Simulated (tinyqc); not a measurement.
Composition and strain of an epitaxial Si(1-x)Ge(x) layer from Raman and X-ray peaks. From a_perp back to Ge fraction x. Computed by tinyqc, a small Python program. Command: `OMP_NUM_THREADS=1 python tinyqc.py 3007353 3007354 out.jsonl epiraman inv`. One thread of a shared host (Intel(R) Xeon(R) Processor @ 2.30GHz), about 0.01 s of CPU time with the checks.

A (001) layer, biaxially strained in the plane. The Raman peaks follow empirical lines omega = w0 + c1 x + c3 x^3 + b eps (c3 for Si-Ge alone), with eps the in-plane strain.

Inputs (values chosen for the exercise, modelled on silicon-germanium): degree of relaxation R = 0; lattice constant of Si = 5.431 angstrom; lattice constant of Ge = 5.658 angstrom; bowing B = 0.029 angstrom; 2 C12/C11 of Si = 0.763; 2 C12/C11 of Ge = 0.756.

Substrate: germanium.

Method. Relaxed lattice constant a(x) = a_Si + (a_Ge - a_Si) x - B x (1 - x). In-plane constant a_par = a_sub + R (a(x) - a_sub); eps = a_par/a(x) - 1; eps_perp = -(2 C12/C11) eps with 2 C12/C11 linear in x; a_perp = a(x) (1 + eps_perp).

Problem. A run gave the result below. Find the Ge fraction x, known to lie between 0.33 and 0.79.

a_perp = 5.423795 angstrom

Solution.

Each step takes the trial c = (a f_b - b f_a)/(f_b - f_a), f being the result less the target and a, b, c the logarithms of the listed values; c replaces end b, the old b replaces a if the sign of f changed, and otherwise f_a is halved.

Scan of the range:
```
Ge fraction x  a_perp (angstrom)
0.330                    5.37893
0.382                    5.39900
0.441                    5.42210
0.511                    5.44995
0.591                    5.48237
0.683                    5.52044
0.790                    5.56577
```

False position (Illinois rule, in the logarithm of the input) inside the bracket:
```
step     end a     end b     trial  a_perp (angstrom)
1     0.441000  0.511000  0.444977            5.42367
2     0.511000  0.444977  0.445277            5.42379
3     0.511000  0.445277  0.445322            5.42380
4     0.445277  0.445322  0.445301            5.42379
```

a_perp rises at every point of a 13-point scan of the range (every second point is shown), so one value fits; it is bracketed by 0.441 and 0.511. Answer: Ge fraction x = 0.4453.

Caution: strains above 2 % survive only in layers a few nanometres thick, and the linear relations lose accuracy.
